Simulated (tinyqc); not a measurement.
Decay of LO phonons and the hot-phonon bottleneck in the cooling of electrons: one step, computed by the program tinyqc.

n(E, T) = 1/(exp(E/(k_B T)) - 1) is the Bose occupation. Electrons have a temperature T_e; the LO modes within their reach share one occupation N; the decay products stay at the lattice temperature.

Problem. Spontaneous emission time. Froehlich coupling alpha = (e^2/(4 pi eps_0)) (1/eps_inf - 1/eps_s) k_0/(2 hbar omega), k_0 = sqrt(m* hbar omega/(hbar^2/(2 m_0))); emission time tau_sp = hbar/(2 alpha hbar omega); bottleneck ratio r = (n/N_m) tau/tau_sp.

Inputs (values chosen for the exercise, modelled on gallium arsenide):

| quantity | value | unit |
|---|---|---|
| LO energy hbar omega | 35.6 | meV |
| lattice temperature T | 250 | K |
| electron mass m* | 0.0702 | m_0 |
| eps_inf | 10.7 | - |
| static dielectric constant eps_s | 12.7 | - |
| electron density n | 1e+17 | 1/cm^3 |
| density of LO modes that the electrons reach, N_m | 7e+19 | 1/cm^3 |

Decay channel: two equal phonons plus a three-phonon channel.

phonon lifetime tau = 3.796386 ps

Constants: e^2/(4 pi eps_0) = 14.39964548 eV angstrom; hbar^2/(2 m_0) = 3.80998212 eV angstrom^2; hbar = 6.582119569e-16 eV s.

Give: alpha; emission time tau_sp; bottleneck ratio r.

Solution.

alpha = 0.07623

emission time tau_sp = 121.3 fs

bottleneck ratio r = 0.04472

r compares the rate at which electrons exchange quanta with a mode to its decay rate. Decay is much faster: hardly any bottleneck.
